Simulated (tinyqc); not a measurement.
# Worked calculation: ballistic Schottky-barrier transistor with a two-dimensional channel, WKB contacts

Numbers from tinyqc (`OMP_NUM_THREADS=1 python tinyqc.py 2390135 2390136 out.jsonl`; about 0.5 s on one thread of a shared Intel Xeon 2.30GHz). Printed values are rounded.

Source Fermi level 0, drain Fermi level -Vd. Far from the contacts Ec = pn - psi, and the gate moves psi one to one; the band edges relax as exp(-x/lam) from pn at the source and pn - Vd at the drain; Ev = Ec - Eg. A carrier of energy w inside the channel band meets at a contact a barrier of height D (the contact edge beyond the channel edge): T = 1 for w >= D, else exp(-S), S = 4 lam sqrt(m/C) [sqrt(D - w) - sqrt(w) arctan sqrt((D - w)/w)], C = hbar^2/(2 m0). The two contacts combine as Ts Td/(Ts + Td - Ts Td).

Parameters, values chosen for the exercise; channel values close to those of a molybdenum disulphide layer: temperature T = 300 K; band gap Eg = 1.7 eV; barrier for electrons at both contacts pn = 0.49 eV; electron mass mn = 0.49 m0; hole mass mp = 0.58 m0; valleys or subbands g = 2; screening length at the contacts lam = 1.3 nm; drain bias Vd = 0.3 V; band shift psi of the channel by the gate ps = 0.46 V; energy of one carrier inside the channel band w0 = 0.28 eV; upper end of the grid wm = 0.64 eV; points of the grid nE = 13.

Constants: q = 1.602176634e-19 C, kB = 1.380649e-23 J/K, hbar = 1.054571817e-34 J s, h = 6.62607015e-34 J s, m0 = 9.1093837015e-31 kg, Vt = kB T/q, hbar^2/(2 m0) = 0.0380998212 eV nm^2. Results are converted to the units shown.

Range of the model: No scattering, image-force lowering, channel charge or band-to-band tunnelling; parabolic kappa overstates S deep in the gap.

## Band edges and barriers

Electrons: Ds = psi, Dd = psi - Vd, Es = Ec, Ed = Ec + Vd. Holes: Ds = -psi, Dd = Vd - psi, Es = -Ev, Ed = -Ev - Vd. The size of each current is taken; both flow from drain to source and add.

Ec = 0.03 eV
Ev = -1.67 eV
D for electrons (eV): source 0.460000, drain 0.160000
D for holes (eV): source -0.460000, drain -0.160000

A negative D is no barrier. Here the electrons carry the larger current.

## Transmission of one of the electrons

S and T at both contacts for w = w0, and the tunnelling distance lam ln(D/w) at the higher barrier.

S at the source = 1.24291
S at the drain = 0
combined T = 0.288545
tunnelling distance = 0.645368 nm

## Current of the electrons on a coarse grid

I/W = g (2 q^2/h) int T(w) [N(Es + w) - N(Ed + w)] dw with w the energy of motion along the channel, N(y) = (1/2 pi) sqrt(pi m kB T/C) Fm(-y/kB T), Fm(x) = (1/sqrt(pi)) int_0^infinity u^(-1/2)/(1 + exp(u - x)) du. Electrons: Ds = psi, Dd = psi - Vd, Es = Ec, Ed = Ec + Vd. Holes: Ds = -psi, Dd = Vd - psi, Es = -Ev, Ed = -Ev - Vd. The size of each current is taken; both flow from drain to source and add. Simpson's rule on nE equally spaced w from 0 to wm.

```
point	w (eV)	Ts	Td	T	size of the supply difference (1/um)
0	0.000000	3.21426e-6	5.76041e-4	3.19644e-6	41.9512
1	0.053333	0.00132864	0.138580	0.00131775	6.29983
2	0.106667	0.0102763	0.572320	0.0101980	0.820022
3	0.160000	0.0406746	1	0.0406746	0.104524
4	0.213333	0.112525	1	0.112525	0.0132871
5	0.266667	0.244838	1	0.244838	0.00168846
6	0.320000	0.443546	1	0.443546	2.14552e-4
7	0.373333	0.688000	1	0.688000	2.72630e-5
8	0.426667	0.918763	1	0.918763	3.46428e-6
9	0.480000	1	1	1	4.40202e-7
10	0.533333	1	1	1	5.59360e-8
11	0.586667	1	1	1	7.10773e-9
12	0.640000	1	1	1	9.03171e-10
```

current = 0.198321 uA/um

A converged quadrature gives 0.1950 uA/um; this grid is 1.7 % above that. 0.00196 % of it passes over both barriers, the rest tunnels. The other carrier adds 6.85e-21 uA/um.
